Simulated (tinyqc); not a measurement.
Strain, valley repopulation and piezoresistance in a many-valley conduction band: one step, computed by the program tinyqc.

Valleys are ellipsoids with mass m_l along the axis a and m_t across it, parabolic, with one constant relaxation time; strain shifts the valleys and leaves the masses alone. Currents are taken along [111], along the load, and along [1-10], across the load.

Task: Valley shifts. Herring-Vogt shift of a valley with unit axis a: dE = Xi_d tr(e) + Xi_u a.e.a.

Inputs (values chosen for the exercise, for a model crystal): shear deformation potential Xi_u = 14 eV; dilation deformation potential Xi_d = -3.2 eV.

Valley axes: <111> (4 valleys). Load: uniaxial [111].

strain tensor (%), rows x, y, z:
$$\begin{pmatrix}
0.005421184 & 0.009701493 & 0.009701493 \\
0.009701493 & 0.005421184 & 0.009701493 \\
0.009701493 & 0.009701493 & 0.005421184
\end{pmatrix}$$

Constants: k_B = 8.617333262e-05 eV/K.

Give: shifts dE; splitting (highest minus lowest).

Result:

shifts dE (meV): [111] 2.955, [-111] -0.667, [1-11] -0.667, [11-1] -0.667

splitting (highest minus lowest) = 3.622 meV
